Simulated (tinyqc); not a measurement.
# Worked calculation: a chain with uneven site energies and dephasing by Buettiker voltage probes

Computed by the program tinyqc: `OMP_NUM_THREADS=1 python tinyqc.py 2700123 2700124 out.jsonl`, one thread of a shared Intel Xeon 2.30GHz, about 0.01 s for the whole run. Printed values are rounded.

Sites 1 to 4 form a chain with hopping -t. Lead L joins site 1 and lead R site 4, both semi-infinite chains with hopping -t and site energy 0. Every site carries a probe with self-energy -i Gamma_p/2 that draws no net current. Linear response at zero temperature: mu_L = 1, mu_R = 0 in units of the bias.

Parameters, values chosen for the exercise: hopping (matrix element -t) t = 1 eV; site energies 1 to N U = [0.73, 0.85, -0.84, -1.04] eV; Fermi energy E = -0.3 eV; probe broadening Gamma_p gp = 0.31 eV.

Constants: q = 1.602176634e-19 C, h = 6.62607015e-34 J s. Results are converted to the units shown.

## Green function

Sigma = t^2 g(E), g(x) = (x - i sqrt(4 t^2 - x^2))/(2 t^2) for |x| < 2 t and (x - sign(x) sqrt(x^2 - 4 t^2))/(2 t^2) otherwise; Gamma = -2 Im Sigma; G = (E - H - Sigma_L - Sigma_R + i Gamma_p/2)^(-1).

Sigma = -0.150000-0.988686i eV
Gamma = 1.97737 eV

G (1/eV):

|  | 1 | 2 | 3 | 4 |
|---|---|---|---|---|
| 1 | -0.217169-0.584451i | 0.140463-0.265944i | 0.337480+0.256844i | -0.282892+0.074939i |
| 2 | 0.140463-0.265944i | -0.180549-0.394676i | 0.590731-0.159949i | -0.163238+0.389485i |
| 3 | 0.337480+0.256844i | 0.590731-0.159949i | 0.317068-0.532348i | 0.155538+0.398271i |
| 4 | -0.282892+0.074939i | -0.163238+0.389485i | 0.155538+0.398271i | 0.140980-0.628660i |

## Transmissions between terminals

With Gamma the broadening by one lead, T_RL = Gamma^2 |G_(4,1)|^2, T_pL = Gamma Gamma_p |G_(p,1)|^2, T_pR = Gamma Gamma_p |G_(p,4)|^2, T_pq = Gamma_p^2 |G_(p,q)|^2 for p != q.

T_RL = 0.334866

| probe | T_pL | T_pR |
|---|---|---|
| 1 | 0.238295 | 0.052498 |
| 2 | 0.055448 | 0.109323 |
| 3 | 0.110252 | 0.112061 |
| 4 | 0.052498 | 0.254444 |

T_pq:

|  | 1 | 2 | 3 | 4 |
|---|---|---|---|---|
| 1 | 0.0000000 | 0.0086928 | 0.0172847 | 0.0082303 |
| 2 | 0.0086928 | 0.0000000 | 0.0359939 | 0.0171390 |
| 3 | 0.0172847 | 0.0359939 | 0.0000000 | 0.0175682 |
| 4 | 0.0082303 | 0.0171390 | 0.0175682 | 0.0000000 |

## Probe potentials and effective transmission

No current into probe p: W mu = T_pL with W_pp = T_pL + T_pR + sum_q T_pq and W_pq = -T_pq. Then T_eff = T_RL + sum_p T_pR mu_p, and the resistance is (h/2q^2)/T_eff.

W:

|  | 1 | 2 | 3 | 4 |
|---|---|---|---|---|
| 1 | 0.325001 | -0.008693 | -0.017285 | -0.008230 |
| 2 | -0.008693 | 0.226597 | -0.035994 | -0.017139 |
| 3 | -0.017285 | -0.035994 | 0.293160 | -0.017568 |
| 4 | -0.008230 | -0.017139 | -0.017568 | 0.349879 |

mu_p, probe 1 to 4: [0.773829, 0.366423, 0.479297, 0.210266]
T_eff = 0.522761
resistance = 24.6889 kohm

Without probes the transmission is 0.6603. With them, 64.1 % of the current crosses without entering a probe.

## Current at both leads

In units of (2 q^2/h) times the bias, T_RL + sum_p T_pL (1 - mu_p) leaves L and T_RL + sum_p T_pR mu_p enters R.

current leaving L = 0.522761
current entering R = 0.522761

The two are equal: the probes conserve the current.
